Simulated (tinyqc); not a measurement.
FinFET, parasitic resistance, capacitance and delay: what each parasitic element costs.

Nf fins under one contact; each has gated perimeter p = 2 Hf + Wf and cross-section A = Hf Wf; contact width Wc = Nf pf, stack height Hs = Hf. Contact length Lc = CPP - Lg - 2 Lsp, shared by two neighbouring gates. Source and drain sides are equal. The formulas are first-order estimates, not field solutions.

Epitaxy sheet resistance Rsh = re/te, transfer length LT = sqrt(rc/Rsh), contact Rc = [sqrt(rc Rsh)/Wc] coth(Lc/(2 LT)); extension of one fin Rx = rx Lsp/A. With N fins: gate Cg = Cinv p N Lg; per side, plate Cp = ks eps0 [Wc (Hs + Hc) - N A]/Lsp, top fringe Cf = (2/pi) ks eps0 Wc ln(1 + Lg/(2 Lsp)), overlap Co = Cinv p N Lov. One fin: I = p Q vx u/(1 + |u|^1.8)^(1/1.8), Q = Cinv n Vt ln(1 + exp((Vg' - VT + dl Vd')/(n Vt))), u = Vd' mu/(vx Lg), Vg' = Vgs - v, Vd' = Vds - 2 v, with the drop on each side v = Rc (sum of I) + Rx I. Ieff = [I(Vgs = Vdd, Vds = Vdd/2) + I(Vdd/2, Vdd)]/2, total currents. With Cs = Cp + Cf + Co, the load of an inverter of two such devices driving an equal one is CL = 2 (Cg + 2 Cs) + 4 Cs + Cw (own drains counted twice for the Miller effect); delay CL Vdd/(2 Ieff). Each row removes one element and keeps the rest.

Values chosen for this exercise; values close to those of silicon logic devices:
- T = 300 K (temperature)
- Nf = 3 (number of fins)
- Hf = 60 nm (fin height)
- Wf = 7 nm (fin width)
- pf = 42 nm (fin pitch)
- CPP = 48 nm (contacted gate pitch)
- Lg = 16 nm (gate length)
- Lsp = 5 nm (spacer length)
- ks = 5.5 (relative permittivity of the spacer)
- Hc = 25 nm (gate height above the channel stack)
- rc = 8.8e-10 ohm cm^2 (contact resistivity)
- re = 0.00023 ohm cm (resistivity of the source-drain epitaxy)
- te = 30 nm (current-carrying depth of the epitaxy)
- rx = 0.00049 ohm cm (resistivity of the extension)
- Lov = 1 nm (gate overlap)
- Cinv = 3.6 uF/cm^2 (inversion capacitance)
- vx = 9.7e6 cm/s (injection velocity)
- mu = 180 cm^2/(V s) (apparent mobility)
- VT = 0.25 V (threshold at zero drain voltage)
- dl = 0.035 V/V (barrier lowering)
- n = 1.21 (subthreshold factor)
- Cw = 0.13 fF (wire load)
- Vdd = 0.6 V (supply voltage)

Constants: q = 1.602176634e-19 C, kB = 1.380649e-23 J/K, eps0 = 8.8541878128e-12 F/m, Vt = kB T/q. Results are converted to the units shown.

One element removed at a time:

|  | Ieff (uA) | CL (aF) | delay (ps) |
|---|---|---|---|
| as given | 241.8 | 1445 | 1.793 |
| no contact resistance | 267.0 | 1445 | 1.623 |
| no extension resistance | 248.9 | 1445 | 1.742 |
| air spacer (ks = 1) | 241.8 | 817.9 | 1.015 |
| no overlap | 241.8 | 1335 | 1.657 |
| no wire | 241.8 | 1315 | 1.631 |

What does the comparison show?

Gains in delay, largest first: air spacer (ks = 1) 43 %, no contact resistance 9.4 %, no wire 9.0 %, no overlap 7.6 %, no extension resistance 2.9 %.

Program tinyqc, `OMP_NUM_THREADS=1 python tinyqc.py 2170120 2170121 out.jsonl`; Intel Xeon 2.30GHz, shared host, one thread, about 0.04 s.
